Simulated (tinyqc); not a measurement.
# Trap density and scattering coefficient from 1/f noise

Problem. f S = K0 (1 + ac mu Cox I/gm)^2 with K0 = q^2 Vt lt Nt/(W L Cox^2), Vt in eV and Nt per eV. Find K0, Nt and ac.

Parameters, values chosen for the exercise:

| symbol | value | unit | meaning |
|---|---|---|---|
| T | 325 | K | temperature |
| L | 180 | nm | gate length |
| W | 40 | um | total gate width |
| Cox | 2.15 | uF/cm^2 | gate capacitance |
| mu | 360 | cm^2/(V s) | mobility |
| lt | 0.1 | nm | tunnelling length into the oxide |

Constants: q = 1.602176634e-19 C, kB = 1.380649e-23 J/K, Vt = kB T/q. Results are converted to the units shown.

I/gm at two biases (V): [0.0368551404, 0.186311774]
f S at these biases (V^2): [1.73664744e-11, 2.14926088e-11]

Solution. sqrt(f S) is linear in I/gm: the intercept is sqrt(K0), and slope over intercept is ac mu Cox.

K0 = 1.64e-11 V^2
Nt = 7.60e17 cm^-3 eV^-1
ac = 1.00e3 V s/C

Program tinyqc, `OMP_NUM_THREADS=1 python tinyqc.py 2150022 2150023 out.jsonl`; Intel Xeon 2.30GHz, shared host, one thread, about 0.01 s.
